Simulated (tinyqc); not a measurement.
# Changing the optical or intervalley deformation potential D_o

Model: hot carriers by balance equations with a heated Maxwellian. Computed by tinyqc, a small Python program. Command: `OMP_NUM_THREADS=1 python tinyqc.py 3018331 3018332 out.jsonl hot sweep`. One thread of a shared host (Intel(R) Xeon(R) Processor @ 2.30GHz), about 0.06 s of CPU time with the checks.

The carriers follow a Maxwellian at an electron temperature T_e, slightly displaced; the drift energy is neglected against k_B T_e. The balance averages the rate, not the time, so mu_0 lies below the relaxation-time value.

Inputs (values chosen for the exercise, modelled on holes in germanium):

| quantity | value | unit |
|---|---|---|
| effective mass m | 0.299 | m_0 |
| density rho | 5323 | kg/m^3 |
| sound velocity v_l | 5460 | m/s |
| acoustic deformation potential D_A | 5.3 | eV |
| phonon energy hbar w | 38.2 | meV |
| final valleys Z_f | 1 | - |
| lattice temperature T | 300 | K |
| electric field F | 1.6 | kV/cm |
| mixing | 0.3 | - |
| iteration cap | 300 | - |

Band: parabolic. Solver: damped fixed point.

Constants: k_B = 8.617333262e-05 eV/K; k_B = 1.380649e-23 J/K; e = 1.602176634e-19 C; hbar = 1.054571817e-34 J s; m_0 = 9.1093837015e-31 kg; hbar = 6.582119569e-16 eV s.

Method:
- Parabolic band: E = hbar^2 k^2/(2 m), speed v = hbar k/m, states per spin, volume and energy g(E) = m k/(2 pi^2 hbar^2). Masses are multiplied by m_0 and all formulas are in SI units.
- Phonon occupation N_q = 1/(exp(hbar w/(k_B T)) - 1).
- Acoustic deformation potential (elastic, equipartition, absorption and emission together): 1/tau = 2 pi k_B T D_A^2 g(E)/(hbar rho v_l^2).
- Optical or intervalley deformation potential: 1/tau = (pi Z_f D_o^2/(rho w)) [N_q g(E + hbar w) + (N_q + 1) g(E - hbar w)], with g = 0 below the band edge.
- Averages over the Maxwellian, <y> = int y x^(1/2) exp(-x) dx / int x^(1/2) exp(-x) dx with x = E/(k_B T_e), split at x_0 = hbar w/(k_B T_e): 64 Gauss-Legendre points in sqrt(x) below it and 128 in sqrt(x - x_0) above it, up to x = 32. Momentum balance: mu(T_e) = e/(m nu), nu = <x (sum of rates)>/<x>. Power lost per carrier: P(T_e) = hbar w <emission rate - absorption rate> + <(2 m v_l^2/(k_B T)) (E - 2 k_B T) acoustic rate>.
- Energy relaxation time at weak heating: tau_E = (3/2) k_B / (dP/dT_e), the derivative by a central difference of +/- 0.5 K at T_e = T.
- Fixed point: T_out = T + (T_e - T) e mu(T_e) F^2/P(T_e), T_new = T_e + mixing (T_out - T_e).
- Start at T_e = 1.5 T; stop when T_e moves by less than 1e-6 K or exceeds 1e6 K.
- v = mu(T_e) F; warm-carrier coefficient (mu/mu_0 - 1)/F^2.

One run for each value:

| optical or intervalley deformation potential D_o (1e8 eV/cm) | drift velocity (1e7 cm/s) | electron temperature T_e (K) | energy relaxation time tau_E (ps) | low-field mobility mu_0 (cm^2/(V s)) |
|---|---|---|---|---|
| 1.0 | 0.31997 | 2720.4 | 69.764 | 6083.6 |
| 1.5 | 0.34476 | 2154.6 | 36.191 | 5899.8 |
| 2.2 | 0.38785 | 1452.8 | 18.122 | 5552.3 |
| 3.2 | 0.43396 | 879.8 | 8.879 | 4945.0 |
| 4.7 | 0.43897 | 546.6 | 4.190 | 3987.8 |
| 6.9 | 0.37176 | 392.1 | 1.960 | 2814.5 |
| 10.0 | 0.25988 | 330.3 | 0.937 | 1754.7 |
| 15.0 | 0.14475 | 307.5 | 0.417 | 924.3 |

Over the rows, drift velocity (1e7 cm/s) goes from 0.320 through a maximum among these rows, 0.439 at 4.70, to 0.145; electron temperature T_e (K) falls from 2720 to 307 (exponent d ln y / d ln x -0.58 between the first rows and -0.18 between the last); energy relaxation time tau_E (ps) falls from 69.8 to 0.417 (exponent d ln y / d ln x -1.6 between the first rows and -2.0 between the last).

Caution (rows 1.00, 1.50, 2.20): k_B T_e exceeds 0.12 eV, where non-parabolicity and a non-Maxwellian tail matter. Caution (rows 15.0): the drift energy m v^2/2 is not small against the heating (3/2) k_B (T_e - T), so T_e - T is rough.

Extremes, crossings and ranges named in words are read from the listed rows.
